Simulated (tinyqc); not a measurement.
Input admittance of a MOSFET at zero drain bias: distributed channel and distributed gate: two steps of the calculation.

Source and drain grounded, strong inversion, w = 2 pi f, Cox = eps0 eox/tox. The channel is an RC line of resistance 1/(mu Cox Vo) per square fed from both ends, so one finger has the intrinsic admittance y = i w Cox L tanh(g)/g per width, g = (1/2) sqrt(i w tau), tau = L^2/(mu Vo). The vertical resistance rv/L is in series with y, the overlaps 2 i w Cov in parallel: y_t = 1/(1/y + rv/L) + 2 i w Cov. The gate strip is a line of Rsh/L per length loaded by y_t, so a finger has Y = y_t Wf tanh(k)/k, k = (Wf/sd) sqrt(y_t Rsh/L); the device has Nf Y.

Values chosen for this exercise; values of the order met in silicon radio-frequency transistors: relative permittivity of the gate insulator (close to silicon dioxide) eox = 3.9; insulator thickness tox = 5 nm; channel length L = 0.65 um; finger width Wf = 16 um; number of fingers Nf = 16; channel mobility mu = 270 cm^2/(V s); gate overdrive Vo = 0.31 V; sheet resistance of the gate Rsh = 38 ohm/square; vertical resistivity of the gate stack rv = 3.5 ohm um^2; number of ends at which a finger is contacted sd = 1; overlap and fringe capacitance on each side Cov = 0.36 fF/um; frequency f = 2.5 GHz.

Constants: eps0 = 8.8541878128e-14 F/cm where lengths are in cm. Results are converted to the units shown.

Problem 1. Admittance of the channel and stack per width. tau, g, c = Cox L, y and y_t as defined.

Wanted: tau; g; c; y; y_t.

Solution 1.

tau = 50.48 ps
g = 0.3148+0.3148i
c = 4.489 fF/um
y = 4.63+70.15i uS/um
y_t = 4.66+81.45i uS/um

w tau = 0.793, and Im y is 0.995 of w c.

Problem 2. Input impedance of the device. k and Y as defined; Z = 1/(Nf Y) = R + 1/(i w C); Q = |Im Z|/R; signal at the point farthest from a contact |1/cosh k|.

y_t = 4.656182+81.453355i uS/um

Wanted: k; Nf Y; R; C; Q; signal at the far point.

Solution 2.

k = 0.8033+0.7587i
Nf Y = 7.53+16.92i mS
R = 21.95 ohm
C = 1290 fF
Q = 2.248
signal at the far point = 0.8693

Computed by the program tinyqc: `OMP_NUM_THREADS=1 python tinyqc.py 2262052 2262053 out.jsonl`, one thread of a shared Intel Xeon 2.30GHz, about 0.01 s for the whole run.
